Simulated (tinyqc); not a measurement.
What the corrections do to the levels: formation energy of a charged point defect from supercell energies. Computed by tinyqc, a small Python program. Command: `OMP_NUM_THREADS=1 python tinyqc.py 3013488 3013489 out.jsonl formation walk`. One thread of a shared host (Intel(R) Xeon(R) Processor @ 2.30GHz), about 0.01 s of CPU time with the checks.

The host is a compound AB. Making the defect adds n_A = 1, n_B = 0 atoms to the cell. All total energies are inputs. E_F is counted from the valence-band maximum (VBM); x = 0 is A-rich and x = 1 B-rich growth.

Inputs (values chosen for the exercise, for a model compound AB):
```
quantity                      value      unit
gap E_g                        2.48        eV
E_VBM of the host cell        3.597        eV
potential alignment dV        0.033        eV
dielectric constant eps        7.44         -
cell length L                   9.4  angstrom
mu_A of the pure element     -3.023        eV
formation enthalpy dH of AB   -1.51        eV
growth condition x             0.38         -
```

Defect: A interstitial. Supercell lattice: bcc.

charge states q: 0  -1  -2

E(defect, q) - E(host), in the order of q (eV): 0.136  5.542  8.677

Constants: e^2/(4 pi eps_0) = 14.39964548 eV angstrom.

Method:
- dmu_A = x dH and dmu_B = (1 - x) dH, so that dmu_A + dmu_B = dH; mu = mu(element) + dmu.
- The reservoir term is sum n_i mu_i.
- Image-charge correction of a point charge in a neutralising background: E_corr = q^2 alpha e^2/(4 pi eps_0) / (2 eps L), alpha = 2.888462 for a bcc array with L the cube root of the volume.
- E_f(q, E_F) = [E(defect, q) - E(host)] - sum n_i mu_i + q (E_VBM + dV + E_F) + E_corr(q).
- Levels eps(q/q-1) with the terms q dV and E_corr left out or kept.

E_f(q, 0) (eV): (q=0) 3.73280, (q=-1) 5.80616, (q=-2) 6.20325

E_corr (eV): (q=0) 0.00000, (q=-1) 0.29736, (q=-2) 1.18945

Levels above the VBM (eV):
```
level        raw  with alignment  with image charge  with both
(0/-1)    1.8090          1.7760             2.1064     2.0734
(-1/-2)  -0.4620         -0.4950             0.4301     0.3971
```

Alignment moves every level by -dV = -0.033 eV. The image term moves eps(q/q-1) by (1 - 2q) E_corr(1): (0/-1) by +0.297, (-1/-2) by +0.892 eV, donor levels down and acceptor levels up. It adds 2 E_corr(1) = 0.595 eV to every U. Caution: the largest image-charge correction in these energies, q^2 alpha e^2/(8 pi eps_0 eps L) with alpha = 2.888462, exceeds a quarter of the gap; the point-charge term alone is then a rough estimate, usually too large for a charge that is spread out.

Extremes, crossings and ranges named in words are read from the listed rows.
